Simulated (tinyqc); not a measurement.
Cabrera-Mott growth of a thin oxide under its own electric field. From thickness x back to Mott potential V. Computed by tinyqc, a small Python program. Command: `OMP_NUM_THREADS=1 python tinyqc.py 3029223 3029224 out.jsonl cabrera inv`. One thread of a shared host (Intel(R) Xeon(R) Processor @ 2.30GHz), about 0.04 s of CPU time with the checks.

Electrons cross the film freely and set a fixed potential V across it; the field V/x lowers the barrier for ions entering the oxide.

Inputs (values chosen for the exercise, for a model metal):
```
quantity                     value        unit
barrier W                      1.2          eV
ion charge number z              1           -
half jump distance b           1.2    angstrom
prefactor u0 = N Omega nu  3.1e+12  angstrom/s
temperature T                  250           K
starting thickness x0          2.8    angstrom
time t                      250000           s
```

Backward hops: kept.

Constants: k_B = 8.617333262e-05 eV/K.

Method. u = u0 exp(-W/(k_B T)), X1 = z b V/(k_B T) with V in volts and k_B T in eV; dx/dt = 2 u sinh(X1/x). t(x) = int_(x0)^x dx / (dx/dt) by Gauss-Legendre quadrature (80 points on each side of (x0 + 2 x)/3), solved for x.

Problem. A run gave the result below. Find the Mott potential V, known to lie between 0.72 and 1.5 V.

thickness x = 3.550584 angstrom

Solution.

Each step takes the trial c = (a f_b - b f_a)/(f_b - f_a), f being the result less the target and a, b, c the logarithms of the listed values; c replaces end b, the old b replaces a if the sign of f changed, and otherwise f_a is halved.

Scan of the range:
```
Mott potential V (V)  thickness x (angstrom)
0.720                                3.13822
0.814                                3.48054
0.920                                3.89518
1.040                                4.36680
1.170                                4.87465
1.330                                5.49506
1.500                                6.14928
```

False position (Illinois rule, in the logarithm of the input) inside the bracket:
```
step     end a     end b     trial  thickness x (angstrom)
1     0.814000  0.920000  0.831007                 3.54634
2     0.920000  0.831007  0.832037                 3.55034
3     0.920000  0.832037  0.832156                 3.55080
4     0.832037  0.832156  0.832100                 3.55058
5     0.832156  0.832100  0.832100                 3.55058
```

Thickness x rises at every point of a 13-point scan of the range (every second point is shown), so one value fits; it is bracketed by 0.814 and 0.920. Answer: Mott potential V = 0.8321 V.

Caution: the starting field or rate is formal: the first layers form as fast as oxygen arrives.
